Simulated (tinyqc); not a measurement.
MOS capacitor on an n-type substrate, surface potential from the exact charge relation: two steps of the calculation.

Uniform n-type substrate, Boltzmann statistics, full ionisation, classical densities. psi is the surface potential against the body (positive when the bands bend down) and u = -psi/Vt. Traps are spread evenly over the gap and neutral at flat band, so their charge is -q Dit psi; the minority quasi-Fermi level is shifted by Vb.

Inputs (values chosen for the exercise); band and dielectric values close to those of silicon:
- T = 300 K (temperature)
- Eg = 1.11 eV (band gap)
- eps_r = 11.6 (relative permittivity)
- Nc = 2.76e19 cm^-3 (conduction-band density of states at T)
- Nv = 2.67e19 cm^-3 (valence-band density of states at T)
- chi = 4.07 eV (electron affinity)
- N = 1.7e15 cm^-3 (donor density of the substrate)
- eox = 3.9 (relative permittivity of the gate insulator (close to silicon dioxide))
- tox = 27 nm (insulator thickness)
- phiM = 4.18 eV (gate work function)
- Nf = 0 cm^-2 (fixed charge at the interface, in units of q)
- Dit = 0 cm^-2 eV^-1 (density of interface traps)
- Vb = 0 V (reverse bias of the inversion layer against the body)
- Vg = -2.05 V (gate voltage against the body)

Constants: q = 1.602176634e-19 C, kB = 1.380649e-23 J/K, Vt = kB T/q, eps0 = 8.8541878128e-14 F/cm where lengths are in cm. Results are converted to the units shown.

Problem 1. Flat band, threshold and scales. ni = sqrt(Nc Nv) exp(-Eg/(2 Vt)), Eg in volts; phiF = Vt ln(N/ni); Cox = eps0 eox/tox; Vfb = phiM - chi - Vt ln(Nc/N) - q Nf/Cox; Q0 = sqrt(2 eps0 eps_r q N Vt); r = (ni/N)^2 exp(-Vb/Vt); VT = Vfb - [(2 phiF + Vb)(1 + q Dit/Cox) + sqrt(2 eps0 eps_r q N (2 phiF + Vb))/Cox].

Give: ni; phiF; Cox; Vfb; Q0; r; VT.

Solution 1.

ni = 1.2886e10 cm^-3
phiF = 0.30479 V
Cox = 0.12789 uF/cm^2
Vfb = -0.14063 V
Q0 = 3.8032 nC/cm^2
r = 5.7457e-11
VT = -0.89462 V

Problem 2. Newton step for the surface potential. u = -psi/Vt; F^2 = exp(-u) + u - 1 + r (exp(u) - u - 1); Qs = +sign(u) Q0 F; Cs = -dQs/dpsi = (Q0/Vt) |1 - exp(-u) + r (exp(u) - 1)|/(2 F). f = Vfb + psi + (q Dit psi - Qs)/Cox - Vg, f' = 1 + (Cs + q Dit)/Cox, psi(new) = psi - f/f'.

psi after iteration 1 = -1.1922113 V
Cox = 0.12789382 uF/cm^2
Vfb = -0.14063366 V
Q0 = 3.8031643 nC/cm^2
r = 5.7457036e-11

Wanted: u; F; Qs; Cs; f; f'; psi after iteration 2.

Solution 2.

u = 46.117
F = 78308
Qs = 2.9782e5 nC/cm^2
Cs = 5760.1 uF/cm^2
f = -2327.9 V
f' = 45039
psi after iteration 2 = -1.1405 V

This iterate lies far beyond the solution, so its charge is not a physical one.

Computed by the program tinyqc: `OMP_NUM_THREADS=1 python tinyqc.py 2060042 2060043 out.jsonl`, one thread of a shared Intel Xeon 2.30GHz, about 0.01 s for the whole run.
